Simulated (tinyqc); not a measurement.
## LED efficiency against current

ABC model of an LED: J = q da (A n + Ba n^2 + Ca n^3), IQE = Ba n^2/(A n + Ba n^2 + Ca n^3), differential lifetime 1/(A + 2 Ba n + 3 Ca n^2).

Inputs (values chosen for the exercise):

| symbol | value | unit | meaning |
|---|---|---|---|
| A | 8.7e6 | 1/s | defect coefficient of the active layer |
| Ba | 3.6e-11 | cm^3/s | radiative coefficient of the active layer |
| Ca | 7.6e-29 | cm^6/s | Auger coefficient of the active layer |
| da | 37 | nm | thickness of the active layer |

Constants: q = 1.602176634e-19 C. Results are converted to the units shown.

LED efficiency against current:
```
J (A/cm^2)  n (cm^-3)  IQE (%)  defect share (%)  Auger share (%)  differential lifetime (ns)
0.02         3.817e15    1.555             98.43          0.01253                       111.4
0.08         1.460e16    5.688             94.14           0.1753                       102.0
0.3          4.777e16    16.23             82.13            1.637                       78.99
1            1.197e17    30.56             61.72            7.721                       48.59
6            3.402e17    41.18             29.25            29.58                       16.78
20           5.935e17    37.59             15.31            47.10                       7.590
100          1.138e18    27.66             5.871            66.47                       2.590
400          1.907e18    19.41             2.459            78.13                       1.025
2000         3.379e18    12.19            0.8715            86.94                      0.3501
```

The IQE goes from 1.55 through a maximum of 41.2 (at J = 6 A/cm^2 among the rows listed) to 12.2 %. The exact peak, Q/(Q + 2) = 41.2 % with Q = Ba/sqrt(A Ca) = 1.40, lies at n = sqrt(A/Ca) = 3.38e17 cm^-3, J = 5.93 A/cm^2, where the defect and Auger shares are equal. n goes as J^(0.97) at the low end and J^(0.36) at the high end.

Computed by the program tinyqc: `OMP_NUM_THREADS=1 python tinyqc.py 2300068 2300069 out.jsonl`, one thread of a shared Intel Xeon 2.30GHz, about 0.01 s for the whole run.
